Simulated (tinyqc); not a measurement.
Worked calculation: conductance of a narrow metal strip with scatterers (square lattice, Green functions). Values are carried at full precision from step to step, so a last printed digit may differ when a step is redone from the rounded ones.

A strip of W sites across with hard walls, site energy 0 and hopping -t. Mode n = 1 to W has profile chi_n(j) = sqrt(2/(W + 1)) sin(n j pi/(W + 1)) and energy en = -2t cos(n pi/(W + 1)); E = en - 2t cos(kn a). With z_n = exp(i kn a) (Im k > 0 for closed modes, |z| < 1) each lead gives the self-energy -t z_n in mode n. One column carries the site energies v, here a notch at the edge (a site raised out of reach). In the mode basis V_nm = sum_j chi_n(j) v_j chi_m(j), G = (E - en + 2 t z_n - V)^-1, and t_nm = 2t sqrt(sin(kn a) sin(km a)) G_nm in size for open modes. T = sum |t_nm|^2, conductance (2e^2/h) T.

Constants: e^2/h = 3.874045865e-05 S.

Parameters, chosen for this exercise (hopping and spacing of the size met in Cu or Al; the lattice is a model; shifted at random, so the results belong to these values and not to a real crystal): t = 1.04 eV (hopping); a = 2.54 angstrom (spacing); W = 5 (sites across); E = -1.49 eV (Fermi energy); v = (50, 0, 0, 0, 0) eV (site energies in the scattering column).

## Modes at the Fermi energy

For each n: en, cos(kn a) = (en - E)/(2t), z_n and the velocity 2 t a sin(kn a) (zero if closed).

Modes:

| n | en (eV) | cos(k a) | z | dE/dk (eV angstrom) |
|---|---|---|---|---|
| 1 | -1.8013 | -0.14968 | -0.14968+0.98873i | 5.2237 |
| 2 | -1.0400 | 0.21635 | 0.21635+0.97632i | 5.1581 |
| 3 | 0.0000 | 0.71635 | 0.71635+0.69775i | 3.6863 |
| 4 | 1.0400 | 1.21635 | 0.52389 | 0.0000 |
| 5 | 1.8013 | 1.58237 | 0.35604 | 0.0000 |

3 of 5 modes are open, so the clean strip has a resistance of 4302 ohm, whatever its length.

## The scatterer in the mode basis

Form V_nm.

V (eV), lower triangle:
```
        n=1      n=2      n=3      n=4     n=5
n=1  4.1667
n=2  7.2169  12.5000
n=3  8.3333  14.4338  16.6667
n=4  7.2169  12.5000  14.4338  12.5000
n=5  4.1667   7.2169   8.3333   7.2169  4.1667
```

A single site couples every mode that has amplitude on it.

## Green function and transmission

E - en + 2 t z_n = 2t (z_n - cos(kn a)). Invert, form |t_nm|^2 = (2t)^2 Im(z_n) Im(z_m) |G_nm|^2 and sum. The added resistance is 1/(2 (e^2/h) T) less the same for the clean strip.

G (1/eV):
```
                 n=1              n=2              n=3              n=4              n=5
n=1  -0.0217-0.4486i  -0.0380+0.0660i  -0.0614+0.1067i   0.0931+0.0535i   0.0303+0.0175i
n=2  -0.0380+0.0660i  -0.0666-0.3766i  -0.1076+0.1871i   0.1633+0.0939i   0.0532+0.0306i
n=3  -0.0614+0.1067i  -0.1076+0.1871i  -0.1739-0.3867i   0.2638+0.1518i   0.0860+0.0495i
n=4   0.0931+0.0535i   0.1633+0.0939i   0.2638+0.1518i  -0.5619-0.2302i   0.0432-0.0751i
n=5   0.0303+0.0175i   0.0532+0.0306i   0.0860+0.0495i   0.0432-0.0751i  -0.3780-0.0245i
```

|t_nm|^2, lower triangle:
```
        n=1     n=2     n=3  n=4  n=5
n=1  0.8532
n=2  0.0242  0.6032
n=3  0.0452  0.1373  0.3787
n=4       0       0       0    0
n=5       0       0       0    0    0
```

T = 2.2486
added resistance = 1438 ohm

Mode 3 passes least (0.561) and mode 1 most (0.923); 18.4 % of the transmitted flux changes mode.

## Checks

- Transmitted plus reflected flux against the number of open modes: both 3.00000.

Program tinyqc; command `OMP_NUM_THREADS=1 python tinyqc.py 1450922 1450923 out.jsonl`; about 0.01 s on one thread of a shared Intel(R) Xeon(R) Processor @ 2.30GHz.
